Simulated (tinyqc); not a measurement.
# Charge pumping in an n-channel transistor, step by step

Numbers from tinyqc (`OMP_NUM_THREADS=1 python tinyqc.py 2030070 2030071 out.jsonl`; about 0.01 s on one thread of a shared Intel Xeon 2.30GHz). Printed values are rounded.

The gate is pulsed from accumulation to inversion and back. Energies E are counted from the intrinsic level; Dit(E) = D0 [1 + b (2 E/Eg)^2]. During each edge the traps near the bands emit their carriers, and those between Eh and Ee recombine once a cycle.

Values chosen for this exercise; band and dielectric values close to those of germanium:
- T = 300 K (temperature)
- Eg = 0.657 eV (band gap)
- Nc = 1.02e19 cm^-3 (conduction-band density of states at 300 K)
- Nv = 5.99e18 cm^-3 (valence-band density of states at 300 K)
- A = 60 um^2 (gate area)
- D0 = 7.8e11 cm^-2 eV^-1 (trap density at midgap)
- b = 0 (rise of the trap density towards the band edges)
- sn = 1e-15 cm^2 (cross-section for electrons)
- sp = 3.8e-15 cm^2 (cross-section for holes)
- vth = 1.9e7 cm/s (thermal velocity at 300 K, one nominal value for electrons and holes)
- dV = 0.95 V (Vth - Vfb)
- Va = 2.8 V (pulse height)
- f = 1.7e6 Hz (frequency)
- tr = 11 ns (rise time)
- tf = 51 ns (fall time)

Constants: q = 1.602176634e-19 C, kB = 1.380649e-23 J/K, Vt = kB T/q. Results are converted to the units shown.

Range of the model: The Fermi levels of inversion and accumulation are taken to lie beyond Ee and Eh, the flat tops to fill all traps, and no geometric current is added.

## Emission levels

ni = sqrt(Nc Nv) exp(-Eg/(2 Vt)), Eg in volts; emission times te = (dV/Va) tf and th = (dV/Va) tr; Ee = -Vt ln(vth sn ni te), Eh = +Vt ln(vth sp ni th).

ni = 2.36841e13 cm^-3
te = 17.3036 ns
th = 3.73214 ns
Ee = 0.125521 eV
Eh = -0.130663 eV

The window covers 39.0 % of the gap.

## Pumped charge and current

Nit = integral of Dit from Eh to Ee = D0 [Ee - Eh + 4 b (Ee^3 - Eh^3)/(3 Eg^2)], Qcp = q A Nit, Icp = f Qcp.

Nit = 1.99824e11 cm^-2
mean Dit = 7.8e11 cm^-2 eV^-1
traps pumped a cycle = 1.19894e5
Icp = 32655.6 pA
